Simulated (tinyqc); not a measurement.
Stretching all distances: RHF, UHF, MP2, CISD and CCSD against full CI in the 6-31g basis, for H2, spin multiplicity 1. Computed by the program tinyqc with PySCF. 

Geometry (angstrom):
```
atom,x,y,z
H,0.0000,0.0000,0.0000
H,0.0000,0.0000,0.7050
```

All coordinates are multiplied by the scale. c0^2 is the weight of the RHF determinant in the lowest singlet FCI state (UHF is spin-contaminated and may lie near states of higher spin) and n(LUMO) the first natural occupation beyond the occupied space.

Full CI energy (hartree) and errors against it (kcal/mol):
```
scale,distance 1-2 (angstrom),E(FCI),RHF,UHF,MP2,CISD,CCSD,<S^2> UHF,c0^2,n(LUMO)
0.8700,0.6133,-1.135946,13.9307,13.9307,3.9001,0.0000,0.0000,0.0000,0.9893,0.0151
1.1200,0.7896,-1.150586,16.3562,16.3562,5.1107,0.0000,0.0000,0.0000,0.9837,0.0275
1.3600,0.9588,-1.132798,19.2329,19.2329,6.7595,0.0000,0.0000,0.0000,0.9747,0.0467
1.6100,1.1350,-1.105741,23.2170,23.2170,9.1982,0.0000,0.0000,0.0000,0.9596,0.0776
1.8600,1.3113,-1.078980,28.4793,25.9313,12.5020,0.0000,0.0000,0.2979,0.9369,0.1230
2.1000,1.4805,-1.056654,34.8551,22.8775,16.5245,0.0000,0.0000,0.5723,0.9064,0.1832
2.3500,1.6567,-1.037919,42.8568,17.5892,21.5242,0.0000,0.0000,0.7443,0.8655,0.2636
```

UHF parts from RHF first at scale 1.86 of those listed, where <S^2> leaves zero. The weight c0^2 goes from 0.99 to 0.87 and n(LUMO) from 0.02 to 0.26: static correlation grows as the bonds break into open-shell fragments. The spread of the error along the curve, which distorts its shape, is CISD 0.0, CCSD 0.0, UHF 12.0, MP2 17.6, RHF 28.9 kcal/mol. With two electrons CISD and CCSD are exact.
